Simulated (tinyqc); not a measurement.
From results back to parameters: alloy A(1-x)B(x) by interpolation with bowing. Five cases, with inputs chosen for the exercise.

Problem. An unstrained alloy A(1-x)B(x) follows Vegard, a(x) = (1 - x) a_A + x a_B, and E(x) = (1 - x) E_A + x E_B - C x (1 - x) at Gamma. Its lattice constant and gap are given.

Case 1.

Values chosen (out of a larger set: A near AlAs, B near InAs; not measured data): a = (5.667, 6.065) angstrom (lattice constant of A, B); Eg = (3.128, 0.415) eV (gap at Gamma to the s-like level of A, B).

a(x) = 5.754560 angstrom
gap at Gamma = 2.427837 eV

Case 2.

Values chosen (out of a larger set: A near Ge, B near Si; not measured data): a = (5.653, 5.433) angstrom (lattice constant of A, B); Eg = (0.888, 4.172) eV (gap at Gamma to the s-like level of A, B).

a(x) = 5.554000 angstrom
gap at Gamma = 2.313330 eV

Case 3.

Values chosen (out of a larger set: A near InAs, B near InSb; not measured data): a = (6.064, 6.48) angstrom (lattice constant of A, B); Eg = (0.418, 0.235) eV (gap at Gamma to the s-like level of A, B).

a(x) = 6.321920 angstrom
gap at Gamma = 0.144568 eV

Case 4.

Values chosen (out of a larger set: A near Ge, B near Si; not measured data): a = (5.661, 5.436) angstrom (lattice constant of A, B); Eg = (0.893, 4.161) eV (gap at Gamma to the s-like level of A, B).

a(x) = 5.557500 angstrom
gap at Gamma = 2.341632 eV

Case 5.

Values chosen (out of a larger set: A near InAs, B near GaAs; not measured data): a = (6.067, 5.655) angstrom (lattice constant of A, B); Eg = (0.421, 1.524) eV (gap at Gamma to the s-like level of A, B).

a(x) = 6.042280 angstrom
gap at Gamma = 0.453340 eV

Find: x; linear part of the gap; C.

Solution. x = (a - a_A)/(a_B - a_A); the bowing is the shortfall against the linear part divided by x (1 - x).

Case 1.

x = 0.220
linear part of the gap = 2.5311 eV
C = 0.602 eV

Case 2.

x = 0.450
linear part of the gap = 2.3658 eV
C = 0.212 eV

Case 3.

x = 0.620
linear part of the gap = 0.3045 eV
C = 0.679 eV

Case 4.

x = 0.460
linear part of the gap = 2.3963 eV
C = 0.220 eV

Case 5.

x = 0.060
linear part of the gap = 0.4872 eV
C = 0.600 eV

Computed by tinyqc, one run a case: `OMP_NUM_THREADS=1 python tinyqc.py N N+1 out.jsonl` with N = 1050454, 1050509, 1050543, 1050611, 1050696; one thread of a shared Intel(R) Xeon(R) Processor @ 2.30GHz, about 0.01 s a run at most.
